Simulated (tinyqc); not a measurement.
Five-level k.p model folded onto the conduction band: one step. The matrix at one k. Three cases, with inputs chosen for the exercise.

Task: Fill in the matrix.

For k along z and one spin sector the level c couples to four states. With c0 = hbar^2/2m0, P = sqrt(Ep c0), P2 = sqrt(Ep2 c0): diagonal Eg + (1 + Cm) c0 k^2 for c, and 0, -Dso, E7 + D2, E7 for lh, so, G8 up, G7 up (their own dispersion is left out); couplings of c: sqrt(2/3) P k to lh, sqrt(1/3) P k to so, sqrt(2/3) P2 k to G8 up, sqrt(1/3) P2 k to G7 up (phases chosen real).

Constants: hbar^2/2m0 = 3.80998211 eV angstrom^2.

Case 1.

Values chosen (near those of InAs; not measured data): Eg = 0.401 eV (gap at Gamma to the s-like level); Dso = 0.375 eV (spin-orbit splitting); Ep = 20.4 eV (Kane energy); E7 = 4.32 eV (upper Gamma7 conduction level, from the valence top); D2 = 0.17 eV (its spin-orbit splitting, Gamma8 above Gamma7); Ep2 = 1.7 eV (Kane energy to the upper levels); Cm = -1 (remote term in 1/m); k = 0.02 1/angstrom (wave vector along z).

Case 2.

Values chosen (near those of InAs; not measured data): Eg = 0.416 eV (gap at Gamma to the s-like level); Dso = 0.401 eV (spin-orbit splitting); Ep = 22.1 eV (Kane energy); E7 = 4.42 eV (upper Gamma7 conduction level, from the valence top); D2 = 0.15 eV (its spin-orbit splitting, Gamma8 above Gamma7); Ep2 = 2.8 eV (Kane energy to the upper levels); Cm = 0 (remote term in 1/m); k = 0.024 1/angstrom (wave vector along z).

Case 3.

Values chosen (near those of InP; not measured data): Eg = 1.376 eV (gap at Gamma to the s-like level); Dso = 0.107 eV (spin-orbit splitting); Ep = 19.6 eV (Kane energy); E7 = 4.67 eV (upper Gamma7 conduction level, from the valence top); D2 = 0.07 eV (its spin-orbit splitting, Gamma8 above Gamma7); Ep2 = 5.7 eV (Kane energy to the upper levels); Cm = -0 (remote term in 1/m); k = 0.064 1/angstrom (wave vector along z).

Give: H.

Result:

Case 1.

H (eV), lower triangle:
```
,c,lh,so,G8 up,G7 up
c,0.40100
lh,0.14397,0
so,0.10180,0,-0.37500
G8 up,0.04156,0,0,4.49000
G7 up,0.02939,0,0,0,4.32000
```

Case 2.

H (eV), lower triangle:
```
,c,lh,so,G8 up,G7 up
c,0.41819
lh,0.17981,0
so,0.12715,0,-0.40100
G8 up,0.06400,0,0,4.57000
G7 up,0.04526,0,0,0,4.42000
```

Case 3.

H (eV), lower triangle:
```
,c,lh,so,G8 up,G7 up
c,1.39161
lh,0.45157,0
so,0.31931,0,-0.10700
G8 up,0.24352,0,0,4.74000
G7 up,0.17219,0,0,0,4.67000
```

Computed by tinyqc, one run a case: `OMP_NUM_THREADS=1 python tinyqc.py N N+1 out.jsonl` with N = 1050878, 1051272, 1051298; one thread of a shared Intel(R) Xeon(R) Processor @ 2.30GHz, about 0.01 s a run at most.
